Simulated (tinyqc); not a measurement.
Inputs raised by 2 %, one at a time: vibrations of a mass or spring defect in a linear chain. Computed by tinyqc, a small Python program. Command: `OMP_NUM_THREADS=1 python tinyqc.py 3013413 3013414 out.jsonl localmode sens`. One thread of a shared host (Intel(R) Xeon(R) Processor @ 2.30GHz), about 0.03 s of CPU time with the checks.

A ring of N atoms with nearest-neighbour springs k and motion along the chain. Atom 1 is the defect, of mass M', and its two springs are k'. All other atoms have the mass M.

Inputs (values chosen for the exercise, for a model chain):

| quantity | value | unit |
|---|---|---|
| spring constant k | 2.12 | eV/angstrom^2 |
| host mass M | 30.8 | u |
| defect mass M' | 4.33 | u |
| spring ratio k'/k at the defect | 1 | - |
| isotope mass step | 2 | u |

Host: monatomic.

Constants: nu for 1 eV/(angstrom^2 u) = 15.6333042 THz.

Method:
- Host band: lambda from 0 to 4k/M.
- nu = 15.6333042 THz x sqrt(lambda), lambda in eV/(angstrom^2 u).
- D_ii = (sum of the two springs at i)/M_i, D_ij = -k_ij/sqrt(M_i M_j) for neighbours, closed into a ring.
- The same matrix for 120 atoms; amplitudes are the mass-weighted eigenvector, in size, relative to the defect, for the highest mode; its weight is the squared component of the normalised eigenvector on the defect.
- Raise M' by the isotope step in the 120-atom ring. First order, good only for a step much smaller than M': Delta nu/nu = -(1/2) (weight on the defect) Delta M'/M'; a defect vibrating against fixed neighbours would give sqrt(M'/(M' + step)) - 1.

Runs:

| input moved | from | to | highest frequency, long ring (THz) | weight of the highest mode on the defect | ratio to the top of the host band | shift, exact (%) |
|---|---|---|---|---|---|---|
| base run | - | - | 16.04 | 0.9244 | 1.956 | -15.81 |
| spring constant k (eV/angstrom^2) | 2.12 | 2.1624 | 16.20 | 0.9244 | 1.956 | -15.81 |
| host mass M (u) | 30.8 | 31.416 | 16.03 | 0.9260 | 1.974 | -15.84 |
| defect mass M' (u) | 4.33 | 4.4166 | 15.90 | 0.9228 | 1.938 | -15.55 |
| spring ratio k'/k at the defect | 1 | 1.02 | 16.20 | 0.9246 | 1.975 | -15.82 |

Exponents ln(y'/y) / ln(x'/x):

| input | highest frequency, long ring | weight of the highest mode on the defect | ratio to the top of the host band | shift, exact |
|---|---|---|---|---|
| spring constant k | 0.500 | 0.000 | 0.000 | 0.000 |
| host mass M | -0.037 | 0.087 | 0.463 | 0.102 |
| defect mass M' | -0.462 | -0.089 | -0.462 | -0.851 |
| spring ratio k'/k at the defect | 0.497 | 0.013 | 0.497 | 0.019 |

Which inputs matter most for each result?

Among the inputs moved here: highest frequency, long ring answers most in size to spring constant k (exponent +0.500), and about equally to spring ratio k'/k at the defect (+0.497). Its exponent +0.500 in spring constant k: all frequencies scale as sqrt(k). Its exponent -0.462 in defect mass M': a very light atom vibrates against nearly fixed neighbours. Weight of the highest mode on the defect answers most in size to defect mass M' (exponent -0.089), next to host mass M (+0.087); its exponent is below 0.0005 for spring constant k. Ratio to the top of the host band answers most in size to spring ratio k'/k at the defect (exponent +0.497), next to host mass M (+0.463); its exponent is below 0.0005 for spring constant k. Its exponent 0.000 in spring constant k: ratios do not depend on k. shift, exact answers most in size to defect mass M' (exponent -0.851), next to host mass M (+0.102); its exponent is below 0.0005 for spring constant k.

Extremes, crossings and ranges named in words are read from the listed rows.
